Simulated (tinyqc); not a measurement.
Conductance against temperature: thermal boundary conductance by the acoustic and diffuse mismatch models. Computed by tinyqc, a small Python program. Command: `OMP_NUM_THREADS=1 python tinyqc.py 3009567 3009568 out.jsonl kapitza walk`. One thread of a shared host (Intel(R) Xeon(R) Processor @ 2.30GHz), about 0.01 s of CPU time with the checks.

Each side has one longitudinal and two transverse Debye branches, omega = v q up to q_D = (6 pi^2 n)^(1/3), with n counting all atoms. Scattering at the interface is elastic. Electrons are left out of G, also for metals. Melting is ignored. G refers to the temperatures of the phonons sent towards the interface. Linear branches over all atoms overstate G at high T, most for crystals with several atoms a cell.

Inputs (values chosen for the exercise, modelled on tungsten (side 1) and gallium nitride (side 2)):
```
quantity,value,unit
density rho_1,19.8,g/cm^3
longitudinal velocity vL_1,5080,m/s
transverse velocity vT_1,2930,m/s
atom density n_1,63.8,1/nm^3
density rho_2,5.97,g/cm^3
longitudinal velocity vL_2,7700,m/s
transverse velocity vT_2,4320,m/s
atom density n_2,85.9,1/nm^3
```

Structure: film on a substrate.

Constants: hbar = 1.054571817e-34 J s; k_B = 1.380649e-23 J/K.

Method:
- omega_c = v q_D for each branch, given as hbar omega_c/k_B; impedance Z = rho v.
- No mode conversion. t(theta) = 4 Z_1 Z_2 cos(theta_1) cos(theta_2)/N^2, with N = Z_2 cos(theta_1) + Z_1 cos(theta_2) for L (the form for pressure waves) and N = Z_1 cos(theta_1) + Z_2 cos(theta_2) for both T branches (the form for shear waves polarised along the interface); sin(theta_2) = (v_2/v_1) sin(theta_1), and t = 0 beyond the critical angle arcsin(v_1/v_2); the mean over the incoming flux is alpha = 2 int t sin(theta_1) cos(theta_1) d theta_1 (64 Gauss-Legendre points).
- G = (k_B^4 T^3/(8 pi^2 hbar^3)) int W(x) x^4 e^x/(e^x - 1)^2 dx, x = hbar omega/(k_B T). Acoustic mismatch: W = sum over the three branches of alpha(1 to 2)/v_1^2, each up to the lower of its two cut-offs. Diffuse mismatch: W = S_1 S_2/(S_1 + S_2), where S_i sums 1/v^2 over the branches of side i still below their cut-off. Radiation limit: W = min(S_1, S_2). The integral is split at the four cut-offs (64 Gauss-Legendre points a piece, x at most 45).

Branches:
```
branch,v (m/s),cut-off (K),Z (1e6 kg/(m^2 s))
"L, side 1",5080,604.34,100.5840
"T, side 1",2930,348.57,58.0140
"L, side 2",7700,1011.50,45.9690
"T, side 2",4320,567.49,25.7904
```

Transmission:
```
branch,t at normal incidence,largest angle from side 1 (deg),"alpha, 1 to 2","alpha, 2 to 1"
L,0.861122,41.2801,0.400760,0.920742
T,0.852152,42.7063,0.333205,0.724343
```

G (MW/(m^2 K)):
```
T (K),acoustic mismatch,diffuse mismatch,radiation limit
2,0.0075959,0.0069440,0.010114
5,0.11869,0.10850,0.15803
10,0.94949,0.86800,1.2642
20,7.5952,6.9434,10.113
40,57.700,53.336,77.519
80,265.61,271.86,387.73
150,556.65,635.64,889.15
300,771.37,925.21,1283.1
600,849.20,1032.1,1428.0
1000,867.63,1057.6,1462.5
```

All three follow T^3 at the cold end (exponent 3.00 for the diffuse model) and flatten at high T (exponent 0.05 at the hot end); the lowest cut-off is 349 K. The ratio of diffuse to acoustic goes from 0.91 to 1.22. The plateau is set by the frequencies that both sides share.

Extremes, crossings and ranges named in words are read from the listed rows.
